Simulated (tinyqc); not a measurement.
Worked calculation: donors with valley-orbit split 1s states. Values are carried at full precision from step to step, so a last printed digit may differ when a step is redone from the rounded ones.

Each donor binds at most one electron, in any of its states. For a site s, W_s = sum over its states of g exp(E/kT), and the ionised share is 1/(1 + W_s exp(eta)), eta = (EF - Ec)/kT; n = Nc F_1/2(eta); neutrality n + NA = ND x (mean ionised share); holes are neglected. Nc from N = 2 (m kB T/(4 pi c))^(3/2) with c = hbar^2/2m0, in 1/angstrom^3; times 1e24 for 1/cm^3, m = md. F_j(eta) = (1/Gamma(j + 1)) integral_0^infinity x^j dx/(1 + exp(x - eta)), which tends to exp(eta) for eta << 0.

Constants: hbar^2/2m0 = 3.80998211 eV angstrom^2; kB = 8.617333262e-05 eV/K.

Parameters, chosen for this exercise (near those of As in Si; the results hold for these values, not for the real material):

| symbol | value | unit | meaning |
|---|---|---|---|
| md | 1.05 | m0 | density-of-states mass of the conduction band |
| E | (52.8, 32.5, 30.4) | meV | binding energies of 1s(A1), 1s(T2), 1s(E) |
| g | (2, 6, 4) |  | their degeneracies with spin |
| T | 300 | K |  |
| ND | 4.3e+15 | 1/cm^3 | donors |
| NA | 0 | 1/cm^3 | compensating acceptors, all ionised |
| mu0 | 65 | cm^2/(V s) | mobility at heavy doping |
| mu1 | 1444 | cm^2/(V s) | mobility at light doping and 300 K |
| Nr | 1.1e+17 | 1/cm^3 | reference doping |
| de | 0.72 |  | doping exponent |
| ga | 2.3 |  | temperature exponent |

## Partition sums of the neutral donor

Give each term g exp(E/kT), W_s, and the effective degeneracy W_s exp(-E_ground/kT).

Nc = 2.7000e+19 1/cm^3

terms: 1s(A1) 15.42, 1s(T2) 21.09, 1s(E) 12.96

W_s: donor 49.475

effective degeneracy: donor 6.418

The ground state alone would give 2 and all states together 12; here the excited states hold 69 % of the bound electrons.

## Neutrality

Solve for eta.

eta = -8.753
n = 4.27e+15 1/cm^3

ionised share: donor 0.992

n is 0.992 of ND - NA.

## Mobility and resistivity

Mobility (Caughey-Thomas form): mu = mu0 + (mu1 (T/300)^(-ga) - mu0)/(1 + ((ND + NA)/Nr)^de); rho = 1/(e n mu), e = 1.602176634e-19 C.

Compare with full ionisation, n = ND - NA.

mu = 1322.2 cm^2/(V s)
rho = 1.11 ohm cm
rho at full ionisation = 1.10 ohm cm

Incomplete ionisation raises rho by a factor 1.01.

## Checks

- n at ND = 1e13 1/cm^3 against the root of n^2 = (Nc/W)(ND - n) (1/cm^3): both 1.000e+13.

Run: tinyqc, `OMP_NUM_THREADS=1 python tinyqc.py 1680123 1680124 out.jsonl`; Intel(R) Xeon(R) Processor @ 2.30GHz, one thread, shared host; about 0.01 s of CPU time with all checks.
